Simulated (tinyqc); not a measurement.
# Two coupled magnetic layers: synthetic antiferromagnet, spin flop, exchange bias and magnetoresistance, step by step

A worked calculation. Computed by tinyqc, a small Python program that keeps every step. Command: `OMP_NUM_THREADS=1 python tinyqc.py 3007924 3007925 out.jsonl saf walk`. One thread of a shared host (Intel(R) Xeon(R) Processor @ 2.30GHz), about 0.3 s of CPU time with the checks. Intermediate numbers are printed to about 6 digits and carried at full precision; extremes and crossings named in words are read from the listed rows.

Moments lie in the plane at the angles p1, p2 from the field. Energy per area: E = J1 cos(p1 - p2) + J2 cos^2(p1 - p2) - B M_s (t1 cos p1 + t2 cos p2) + K (t1 sin^2 p1 + t2 sin^2 p2).

Inputs (values chosen for the exercise, for a model stack):
```
quantity                           value              unit
saturation magnetisation M_s        1140              kA/m
thickness t1                         2.8                nm
thickness t2                         2.1                nm
antiferromagnetic coupling J1       0.19            mJ/m^2
biquadratic coupling J2                0            mJ/m^2
in-plane anisotropy K               0.71            kJ/m^3
field over the saturation field     0.16                 -
spin polarisation P1                0.47                 -
spin polarisation P2                0.71                 -
resistance-area product, parallel    8.8  ohm micrometre^2
exchange-bias energy J_ex           0.27            mJ/m^2
```

Field direction: along the easy axis.

## Saturation field

The parallel state is stable while the Hessian at p1 = p2 = 0 is positive: with c = J1 + 2 J2 and u = B M_s + 2K, (u t1 - c)(u t2 - c) > c^2, so B_sat M_s = c (1/t1 + 1/t2) - 2K. B_K = 2K/M_s.

exchange field c (1/t1 + 1/t2)/M_s = 138.889 mT

B_K = 1.24561 mT

saturation field B_sat = 137.643 mT

applied field B = 22.0229 mT

## Limit of the antiparallel state

With p1 = 0, p2 = 180 degrees and c2 = J1 - 2 J2 the Hessian is [[c2 + t1 (2K + b), -c2], [-c2, c2 + t2 (2K - b)]], b = B M_s; its determinant vanishes at the positive root of t1 t2 b^2 - c2 (t1 - t2) b - [2K c2 (t1 + t2) + 4 K^2 t1 t2] = 0.

stability limit B_sf of the antiparallel state = 26.4425 mT

Net moment and anisotropy together hold the collinear state up to 0.19 B_sat.

## Equilibrium at the field B

The lowest minimum of E over both angles (from five starts; of two mirror images the one with p1 >= 0, and for equal layers |p1| <= |p2|).

p1 = 0 degrees

p2 = -180.000 degrees

m/m_sat along B = 0.142857

energy = -0.207574 mJ/m^2

The moments are still collinear and antiparallel.

## Tunnel magnetoresistance against a free layer along B

Julliere: TMR = 2 P1 P2/(1 - P1 P2). Conductance G(theta) = G0 (1 + P1 P2 cos theta), so RA(theta) = RA_P (1 + P1 P2)/(1 + P1 P2 cos theta); theta = p2 for the layer next to the barrier.

TMR = 100.165 %

RA, antiparallel = 17.6145 ohm micrometre^2

RA at this field = 17.6145 ohm micrometre^2

## Pinning of a single layer

A layer t1 on an antiferromagnet is shifted by B_ex = J_ex/(M_s t1).

bias field, single layer = 84.5865 mT

## Pinning of the pair

A rigid antiparallel pair has the net moment M_s (t1 - t2), so the same J_ex holds it up to J_ex/(M_s (t1 - t2)).

bias field, rigid pair = 338.346 mT

Caution: at such fields the pair is no longer rigid.

## Magnetisation curve

The formulas are those given above.

Equilibrium states:
```
B/B_sat   B (mT)  p1 (degrees)  p2 (degrees)  m/m_sat
0.02       2.753        0.0000      -180.000  0.14286
0.06       8.259        0.0000      -180.000  0.14286
0.12      16.517        0.0000      -180.000  0.14286
0.20      27.529       17.3576      -154.367  0.15901
0.30      41.293       44.5102      -105.702  0.29151
0.45      61.939       47.2771       -81.928  0.44787
0.60      82.586       42.6922       -65.281  0.59922
0.80     110.115       31.0871       -43.589  0.79978
0.95     130.761       15.6747       -21.121  0.94996
1.10     151.408        0.0000         0.000  1.00000
```

The collinear state is the lowest in 3 row(s), with m/m_sat = (t1 - t2)/(t1 + t2) = 0.143; then the moments are canted and close at B_sat. The largest gap between m/m_sat and B/B_sat in the canted rows is 0.041.

Checks made by the program: the energy against a grid over both angles (relative difference below 1e-10).
